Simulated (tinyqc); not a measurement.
Hubbard ring of 4 sites, step by step. Computed by tinyqc, a small Python program that keeps every step. Settings: hopping = 0.89, U = 1.9, mixing = 1, iteration cap = 71. Command: `OMP_NUM_THREADS=1 python tinyqc.py 24660 24661 out.jsonl` (the two numbers bound the seeds that draw the settings). One thread of a shared host (Intel(R) Xeon(R) Processor @ 2.60GHz), about 0.2 s of CPU time with the checks. Later iterations appear only in the table of the cycle.

## Mean-field iteration 1

one-body matrix (hopping and site energies) (eV):
```
           1          2          3          4
1   0.000000  -0.890000   0.000000  -0.890000
2  -0.890000   0.000000  -0.890000   0.000000
3   0.000000  -0.890000   0.000000  -0.890000
4  -0.890000   0.000000  -0.890000   0.000000
```

U = 1.900000 eV

electrons, up and down: 2  2

mixing = 1

n(up) at the start (a guess, not normalised): 1 0.800000, 2 0.200000, 3 0.800000, 4 0.200000

n(down) at the start (a guess): 1 0.200000, 2 0.800000, 3 0.200000, 4 0.800000

H(up) = T + U n(down), H(down) = T + U n(up); fill the lowest levels; n(new) = n + mixing (n(out) - n); E = tr T (rho up + rho down) + U sum n_up n_down of the output.

levels, up (eV): -0.919037  0.380000  1.520000  2.819037

levels, down (eV): -0.919037  0.380000  1.520000  2.819037

energy = -2.299308 eV

n(up) after iteration 1: 1 0.826242, 2 0.173758, 3 0.826242, 4 0.173758

n(down) after iteration 1: 1 0.173758, 2 0.826242, 3 0.173758, 4 0.826242

## Mean-field iteration 2

As before.

levels, up (eV): -0.934841  0.330139  1.569861  2.834841

levels, down (eV): -0.934841  0.330139  1.569861  2.834841

energy = -2.300776 eV

n(up) after iteration 2: 1 0.832217, 2 0.167783, 3 0.832217, 4 0.167783

n(down) after iteration 2: 1 0.167783, 2 0.832217, 3 0.167783, 4 0.832217

## Mean-field iteration 3

As before.

levels, up (eV): -0.938605  0.318789  1.581211  2.838605

levels, down (eV): -0.938605  0.318789  1.581211  2.838605

energy = -2.300850 eV

n(up) after iteration 3: 1 0.833555, 2 0.166445, 3 0.833555, 4 0.166445

n(down) after iteration 3: 1 0.166445, 2 0.833555, 3 0.166445, 4 0.833555

## Convergence

Each step fills the lowest levels of T + U n(other spin) and sets n(new) = n + mixing (n(out) - n); stop when output and input agree to 1e-8.

Course of the cycle:
```
iteration       E (eV)  largest |n(out) - n(in)|  mean |n_up - n_down|
1          -2.29930824                  2.62e-02              0.652485
2          -2.30077599                  5.97e-03              0.664433
3          -2.30085045                  1.34e-03              0.667111
4          -2.30085417                  2.99e-04              0.667708
5          -2.30085435                  6.67e-05              0.667842
6          -2.30085436                  1.49e-05              0.667871
7          -2.30085436                  3.32e-06              0.667878
8          -2.30085436                  7.40e-07              0.667879
9          -2.30085436                  1.65e-07              0.667880
10         -2.30085436                  3.68e-08              0.667880
11         -2.30085436                  8.21e-09              0.667880
```

local moments n_up - n_down: 1 0.667880, 2 -0.667880, 3 0.667880, 4 -0.667880

Converged in 11 iterations. Before convergence this energy mixes input and output and is not variational, so it may rise towards its limit.

## Exact diagonalisation (36 states)

Lowest levels of the sector, and the double occupancy of the lowest state.

lowest levels (eV): -2.463789  -2.325134  -1.696677  -1.312240  -1.067647  -1.067647

double occupancy per site = 0.109716

The mean-field solution above lies 0.1629 eV above the exact energy.

## The lowest level by Lanczos steps

From a random start vector (not printed): a_j = <q_j|H|q_j>, b_j = norm of the remainder after orthogonalising; the Ritz value is the lowest eigenvalue of the tridiagonal matrix of a and b so far.

Lanczos:
```
j   a_j (eV)  b_j (eV)  lowest Ritz value (eV)
1   0.840983  2.603174              0.84098286
2   2.006681  2.665872             -1.24379361
3   1.859598  2.253738             -2.09657390
4   2.234354  1.828487             -2.37269413
5   2.439695  2.262755             -2.42778782
6   1.806519  1.822831             -2.44977864
7   2.289843  1.749136             -2.45619552
8   1.872557  2.488879             -2.45771223
9   1.315838  2.289730             -2.45904510
10  2.348357  1.702200             -2.46061635
```
